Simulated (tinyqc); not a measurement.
From results back to parameters: six-band Luttinger-Kohn model with strain. Four cases, with inputs chosen for the exercise.

Problem. A layer on a (001) face has exx = eyy = e_par and ezz = -2 (C12/C11) e_par. Its valence edges are E(HH) = -P - Q and E(LH), E(SO) = -P + (Q - Dso +/- sqrt(Dso^2 + 2 Dso Q + 9 Q^2))/2 with P = -av tr(e), Q = -(b/2)(exx + eyy - 2 ezz), counted from the unstrained top.

Find: ezz; P; Q; av; b.

Method. The three edges add up to -3 P - Dso, which gives P; E(HH) then gives Q; av = -P/tr(e) and b = -Q/(e_par - ezz).

Case 1.

Values chosen (near those of GaSb; shifted at random, so the results belong to these values and not to a real crystal):
- Dso = 0.758 eV (spin-orbit splitting)
- C11 = 88.3 GPa
- C12 = 40 GPa
- e_par = 0.0151 (in-plane strain of a (001) layer)

E(HH), E(LH), E(SO) (eV): -0.0442232  0.0782929  -0.7529188

Solution.

ezz = -0.013681
P = -0.01305 eV
Q = 0.05727 eV
av = 0.79 eV
b = -1.99 eV

Case 2.

Values chosen (near those of Si; shifted at random, so the results belong to these values and not to a real crystal):
- Dso = 0.045 eV (spin-orbit splitting)
- C11 = 160.1 GPa
- C12 = 63.6 GPa
- e_par = -0.0142 (in-plane strain of a (001) layer)

E(HH), E(LH), E(SO) (eV): 0.0120981  -0.0147785  -0.1619748

Solution.

ezz = 0.011282
P = 0.03989 eV
Q = -0.05198 eV
av = 2.33 eV
b = -2.04 eV

Case 3.

Values chosen (near those of InAs; shifted at random, so the results belong to these values and not to a real crystal):
- Dso = 0.368 eV (spin-orbit splitting)
- C11 = 87.7 GPa
- C12 = 47 GPa
- e_par = 0.015 (in-plane strain of a (001) layer)

E(HH), E(LH), E(SO) (eV): -0.0419848  0.0834108  -0.3684939

Solution.

ezz = -0.016078
P = -0.01364 eV
Q = 0.05563 eV
av = 0.98 eV
b = -1.79 eV

Case 4.

Values chosen (near those of Ge; shifted at random, so the results belong to these values and not to a real crystal):
- Dso = 0.293 eV (spin-orbit splitting)
- C11 = 126.2 GPa
- C12 = 48.4 GPa
- e_par = 0.0127 (in-plane strain of a (001) layer)

E(HH), E(LH), E(SO) (eV): -0.0363735  0.0930196  -0.2904565

Solution.

ezz = -0.009741
P = -0.01973 eV
Q = 0.05610 eV
av = 1.26 eV
b = -2.50 eV

Computed by tinyqc, one run a case: `OMP_NUM_THREADS=1 python tinyqc.py N N+1 out.jsonl` with N = 1081010, 1081015, 1081016, 1081017; one thread of a shared Intel(R) Xeon(R) Processor @ 2.30GHz, about 0.1 s a run at most.
